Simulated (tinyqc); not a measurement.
Stacked nanosheet transistor, parasitic resistance, capacitance and delay: one step of the calculation.

Ns sheets share one contact on top; each has perimeter p = 2 (Ws + ts) and cross-section A = Ws ts; contact width Wc = Ws + 10 nm, stack height Hs = Ns pv. Sheet 1 is the top one. Contact length Lc = CPP - Lg - 2 Lsp, shared by two neighbouring gates. Source and drain sides are equal. The formulas are first-order estimates, not field solutions.

Task. Geometry and resistances. Epitaxy sheet resistance Rsh = re/te, transfer length LT = sqrt(rc/Rsh), contact Rc = [sqrt(rc Rsh)/Wc] coth(Lc/(2 LT)); extension of one sheet Rx = rx Lsp/A. Effective width N p; for equal currents and rv = 0 one side has Rc + Rx/N.

Inputs (values chosen for the exercise); values close to those of silicon logic devices:

| symbol | value | unit | meaning |
|---|---|---|---|
| Ns | 3 |  | number of sheets |
| Ws | 30 | nm | sheet width |
| ts | 7 | nm | sheet thickness |
| CPP | 45 | nm | contacted gate pitch |
| Lg | 18 | nm | gate length |
| Lsp | 7 | nm | spacer length |
| rc | 5.8e-10 | ohm cm^2 | contact resistivity |
| re | 0.00062 | ohm cm | resistivity of the source-drain epitaxy |
| te | 20 | nm | current-carrying depth of the epitaxy |
| rx | 0.00089 | ohm cm | resistivity of the extension |

Give: Lc; effective width; Rsh; LT; Rc; Rx; one side times effective width.

Result.

Lc = 13.000 nm
effective width = 222.00 nm
Rsh = 310.00 ohm
LT = 13.678 nm
Rc = 239.62 ohm
Rx = 296.67 ohm
one side times effective width = 75.149 ohm um

Program tinyqc, `OMP_NUM_THREADS=1 python tinyqc.py 2170090 2170091 out.jsonl`; Intel Xeon 2.30GHz, shared host, one thread, about 0.07 s.
